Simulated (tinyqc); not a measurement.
Inside a calculation: polytypes by hexagonality, and a cubic inclusion as a quantum well. Values are carried at full precision from step to step, so a last printed digit may differ when a step is redone from the rounded ones.

A layer is h if its two neighbours in the periodic sequence sit on the same site, k otherwise; the hexagonality h is the share of h layers.

Constants: hbar^2/2m0 = 3.80998211 eV angstrom^2.

Inputs chosen for the exercise (of the order of those of SiC; not measured data):
- E3 = 2.384 eV (gap of the cubic polytype)
- E2 = 3.345 eV (gap of 2H)
- Ev2 = 0.145 eV (valence top of 2H above that of 3C)
- P2 = -0.0427 C/m^2 (spontaneous polarisation of 2H)
- Es = 3.242 eV (gap at the hexagonality hs)
- hs = 0.5 (hexagonality up to which the first line holds)
- m = (0.285, 0.348) m0 (electron mass along c in the cubic layer and in the host)
- d = 2.52 angstrom (thickness of a double layer)
- eps = 9.9 (dielectric constant)
- N = 2 (double layers in the cubic inclusion)

## Hexagonality

Stacking sequences:

| polytype | sequence |
|---|---|
| 9R | ABCBCACAB |
| 21R | ABCACBACABCBACBCABACB |
| 6H | ABCACB |
| 4H | ABCB |
| 15R | ABCACBCABACABCB |

Give the h/k string and h of each.

Hexagonality:

| polytype | h/k string | h |
|---|---|---|
| 9R | hkhhkhhkh | 0.6667 |
| 21R | hkkhkkkhkkhkkkhkkhkkk | 0.2857 |
| 6H | hkkhkk | 0.3333 |
| 4H | hkhk | 0.5000 |
| 15R | hkkhkhkkhkhkkhk | 0.4000 |

## Gaps and band edges

Gap: E3 + (Es - E3) h/hs for h up to hs, then linear from Es to E2 at h = 1. Valence top Ev2 h and polarisation P2 h, both counted from 3C; Ec = Ev + gap.

Evaluate for each polytype.

Results:

| polytype | gap (eV) | Ev (eV) | Ec (eV) | P (C/m^2) |
|---|---|---|---|---|
| 9R | 3.2763 | 0.0967 | 3.3730 | -0.02847 |
| 21R | 2.8743 | 0.0414 | 2.9157 | -0.01220 |
| 6H | 2.9560 | 0.0483 | 3.0043 | -0.01423 |
| 4H | 3.2420 | 0.0725 | 3.3145 | -0.02135 |
| 15R | 3.0704 | 0.0580 | 3.1284 | -0.01708 |

The widest gap is that of 9R, the narrowest that of 21R. Ev and Ec both rise with h, so 3C collects electrons and the more hexagonal side holes: a staggered line-up.

## The bound level without the field

A cubic inclusion of width L = N d in the host (h = 0.4) is a well of depth V = Ec(host) - Ec(3C). Square well with mass mismatch: k tan(k L/2) = (m_w/m_b) q, k = sqrt(m_w E/c), q = sqrt(m_b (V - E)/c), c = hbar^2/2m0, lowest root. The depth of the level, V - E, is its binding, and the transition to the valence top of the host is gap(host) - (V - E). The step in polarisation gives a field |F| = |P|/(eps eps0) in a thin inclusion, eps0 = 8.8541878e-12 F/m.

Give V, L, the level E, its depth below the host conduction edge and the transition to the valence top of the host, gap(host) - (V - E).

V = 0.7444 eV
L = 5.040 angstrom
E above the bottom = 0.5408 eV
depth below the host edge = 0.2036 eV
transition = 2.8668 eV

The level keeps 27 % of the well depth. The transition lies above the gap of 3C itself (2.384 eV). At a few layers the effective-mass picture is only a guide.

## The polarisation field

Give |F|, the drop |F| L, the bound charge |P|/e per cm^2 (e = 1.602176634e-19 C), and, as a first estimate, the shift -|F| L/2 of the transition for an electron centred in the layer and a hole in the host on the high side.

|F| = 1.949 MV/cm
drop = 98.2 meV
bound charge = 1.07e+13 cm^-2
estimated shift = -49.1 meV

The drop is 13 % of the well depth. The host edge on the low side sinks by 49 meV against the centre, less than the 204 meV by which the flat well binds.

## Checks

- Square-well root against finite differences on a grid of 0.5 angstrom (eV): both 0.541.

Computed by tinyqc, a small Python program: `OMP_NUM_THREADS=1 python tinyqc.py 1881287 1881288 out.jsonl` (the numbers bound the seed that draws the inputs); one thread of a shared host (Intel(R) Xeon(R) Processor @ 2.30GHz), about 0.04 s for the whole set of steps.
